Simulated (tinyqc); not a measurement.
Exchange-only LDA atom on a uniform radial grid, spin-unpolarised, for Li, step by step. Computed by tinyqc, a small Python program that keeps every step. Settings: Z = 3, points = 256, R = 14.3, functional = Slater exchange alone, mixing = 1.0, iteration cap = 75. Command: `OMP_NUM_THREADS=1 python tinyqc.py 28532 28533 out.jsonl` (the two numbers bound the seeds that draw the settings). One thread of a shared host (Intel(R) Xeon(R) Processor @ 2.60GHz), about 0.4 s of CPU time with the checks. Later iterations appear only in the table of the cycle.

## Iteration 1

Spherical atom on a uniform radial grid r_j = j h with h = R/(N + 1), h sum u^2 = 1 and integrals as h times sums, u(0) = u(R) = 0 (atomic units):
```
parameter            value
Z                        3
points N               256
R                14.300000
h                 0.055642
mixing            1.000000
electrons in 1s          2
electrons in 2s          1
```

Three-point differences turn -u''/2 + [l(l+1)/2r^2 - Z/r + V] u = e u into a tridiagonal matrix (diagonal 1/h^2 + potential, off-diagonal -1/2h^2). D = sum f u^2; the Hartree potential y/r solves y'' = -D/r with y(0) = 0, y(R) = N_e; v_xc comes from rho = D/(4 pi r^2); E = sum f e - int D V + int D (V_H/2 + eps_xc); V(new) = V + mixing (V_H + v_xc - V).

eigenvalues (hartree): 1s -4.469082, 2s -1.123048

Every 16th grid point:
```
r              V in     u(1s)      u(2s)         D       V_H       v_xc
0.890272   0.000000  0.643650  -0.285559  0.910115  2.772035  -0.443545
1.780545   0.000000  0.090174  -0.755808  0.587509  1.600528  -0.241485
2.670817   0.000000  0.009475  -0.537908  0.289525  1.112344  -0.145564
3.561089   0.000000  0.000885  -0.272988  0.074524  0.841204  -0.076436
4.451362   0.000000  0.000077  -0.117575  0.013824  0.673824  -0.037567
5.341634   0.000000  0.000007  -0.045920  0.002109  0.561614  -0.017775
6.231907   0.000000  5.32e-07  -0.016804  0.000282  0.481392  -0.008206
7.122179   0.000000  4.26e-08  -0.005869  0.000034  0.421219  -0.003723
8.012451   0.000000  3.36e-09  -0.001980  3.92e-06  0.374417  -0.001668
8.902724   0.000000  2.61e-10  -0.000650  4.22e-07  0.336976  -0.000740
9.792996   0.000000  2.01e-11  -0.000209  4.35e-08  0.306341  -0.000326
10.683268  0.000000         0  -0.000066  4.33e-09  0.280813  -0.000142
11.573541  0.000000         0  -0.000020  4.18e-10  0.259212  -0.000062
12.463813  0.000000         0  -0.000006  3.88e-11  0.240697  -0.000027
13.354086  0.000000         0  -1.76e-06         0  0.224650   0.000000
14.244358  0.000000         0  -8.00e-08         0  0.210610   0.000000
```

total energy = -6.67804785 hartree

## Iteration 2

As before.

eigenvalues (hartree): 1s -1.305508, 2s -0.002187

Every 16th grid point:
```
r              V in     u(1s)      u(2s)         D       V_H       v_xc
0.890272   2.328490  0.761978   0.016972  1.161510  2.359108  -0.481112
1.780545   1.359044  0.230101  -0.226864  0.157360  1.347833  -0.155662
2.670817   0.966780  0.060567  -0.365211  0.140716  0.965688  -0.114447
3.561089   0.764768  0.015120  -0.414942  0.172634  0.762662  -0.101136
4.451362   0.636257  0.003678  -0.413827  0.171279  0.632305  -0.086928
5.341634   0.543839  0.000883  -0.388356  0.150822  0.539692  -0.073783
6.231907   0.473187  0.000211  -0.352672  0.124377  0.469927  -0.062434
7.122179   0.417496  0.000050  -0.313328  0.098174  0.415362  -0.052785
8.012451   0.372750  0.000012  -0.273092  0.074579  0.371546  -0.044526
8.902724   0.336236  2.83e-06  -0.233027  0.054301  0.335655  -0.037340
9.792996   0.306016  6.72e-07  -0.193474  0.037432  0.305789  -0.030955
10.683268  0.280671  1.60e-07  -0.154484  0.023865  0.280614  -0.025140
11.573541  0.259150  3.79e-08  -0.115992  0.013454  0.259155  -0.019689
12.463813  0.240670  8.97e-09  -0.077889  0.006067  0.240686  -0.014370
13.354086  0.224650  2.03e-09  -0.040052  0.001604  0.224650  -0.008809
14.244358  0.210610  8.34e-11  -0.002354  0.000006  0.210610  -0.001276
```

total energy = -7.07794258 hartree

## Iteration 3

As before.

eigenvalues (hartree): 1s -1.967571, 2s -0.106436

Every 16th grid point:
```
r              V in     u(1s)      u(2s)         D       V_H       v_xc
0.890272   1.877996  0.727734  -0.031633  1.060193  2.482830  -0.466695
1.780545   1.192170  0.170872  -0.380133  0.202895  1.426117  -0.169424
2.670817   0.851241  0.033806  -0.507864  0.260211  1.025772  -0.140475
3.561089   0.661525  0.006340  -0.500141  0.250222  0.804332  -0.114456
4.451362   0.545377  0.001156  -0.430787  0.185580  0.658961  -0.089283
5.341634   0.465909  0.000207  -0.344406  0.118615  0.555742  -0.068106
6.231907   0.407493  0.000037  -0.262790  0.069058  0.479101  -0.051315
7.122179   0.362577  0.000006  -0.194196  0.037712  0.420339  -0.038371
8.012451   0.327020  1.13e-06  -0.140094  0.019626  0.374087  -0.028534
8.902724   0.298315  1.97e-07  -0.099034  0.009808  0.336856  -0.021107
9.792996   0.274835  3.43e-08  -0.068615  0.004708  0.306301  -0.015509
10.683268  0.255473  5.94e-09  -0.046371  0.002150  0.280801  -0.011271
11.573541  0.239466  1.03e-09  -0.030119  0.000907  0.259209  -0.008014
12.463813  0.226316  1.77e-10  -0.018032  0.000325  0.240696  -0.005418
13.354086  0.215841  2.97e-11  -0.008594  0.000074  0.224650  -0.003157
14.244358  0.209334         0  -0.000491  2.41e-07  0.210610  -0.000448
```

total energy = -7.11467484 hartree

## Convergence

Stop when input and output potentials agree to 1e-7.

Course of the cycle (hartree):
```
iteration            E      e(1s)      e(2s)  largest |V(out) - V(in)|
1          -6.67804785  -4.469082  -1.123048                  4.35e+00
2          -7.07794258  -1.305508  -0.002187                  1.21e+00
3          -7.11467484  -1.967571  -0.106436                  3.89e-01
4          -7.11779993  -1.752281  -0.071551                  1.13e-01
5          -7.11805514  -1.812599  -0.080164                  3.26e-02
6          -7.11807626  -1.795532  -0.077863                  9.39e-03
7          -7.11807801  -1.800393  -0.078496                  2.70e-03
8          -7.11807815  -1.798999  -0.078317                  7.78e-04
9          -7.11807816  -1.799400  -0.078368                  2.24e-04
10         -7.11807816  -1.799284  -0.078353                  6.45e-05
11         -7.11807816  -1.799318  -0.078357                  1.86e-05
12         -7.11807816  -1.799308  -0.078356                  5.35e-06
13         -7.11807816  -1.799311  -0.078356                  1.54e-06
14         -7.11807816  -1.799310  -0.078356                  4.43e-07
15         -7.11807816  -1.799310  -0.078356                  1.28e-07
16         -7.11807816  -1.799310  -0.078356                  3.67e-08
```

Converged in 16 iterations. A uniform grid resolves the cusp poorly: for a bare nucleus this grid gives 1s at -4.46908 against -Z^2/2 = -4.5 hartree. Before convergence this energy mixes input and output and is not variational, so it may rise towards its limit.
